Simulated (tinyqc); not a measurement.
Leakage through a gate insulator: direct, Fowler-Nordheim, trap-assisted and Poole-Frenkel currents: one step, computed by the program tinyqc.

Electrons enter from the cathode Fermi level at x = 0; the conduction band of the insulator lies phi_b - e F x above it, F = V/t. WKB exponents use a parabolic band with mass m.

Question. Poole-Frenkel bound. Poole-Frenkel emission over the lowered barrier of a charged trap: lowering sqrt(e F/(pi eps_opt eps_0)); J_PF = e N_t^(2/3) nu_0 exp(-(phi_t - lowering)/k_B T), one sheet of traps emitting with supply unlimited (an upper bound).

Inputs (values chosen for the exercise, with an insulator like SiO2):
```
quantity                          value   unit
thickness t                           8     nm
optical constant eps_opt           2.18      -
voltage across the insulator V      3.3      V
trap depth phi_t                    2.5     eV
trap density N_t                1.7e+17  cm^-3
attempt rate nu_0                 2e+12    1/s
temperature T                       300      K
```

Constants: e = 1.602176634e-19 C; eps_0 = 8.8541878128e-12 F/m; k_B = 8.617333262e-05 eV/K.

Give: barrier lowering; Poole-Frenkel bound J_PF.

Answer.

barrier lowering = 1.0440 eV

Poole-Frenkel bound J_PF = 3.4083e-20 A/cm^2

Caution: the film is too thin for the Poole-Frenkel picture (the lowering is a large part of the whole drop, or the traps are further apart than the film is thick), so J_PF is only nominal.
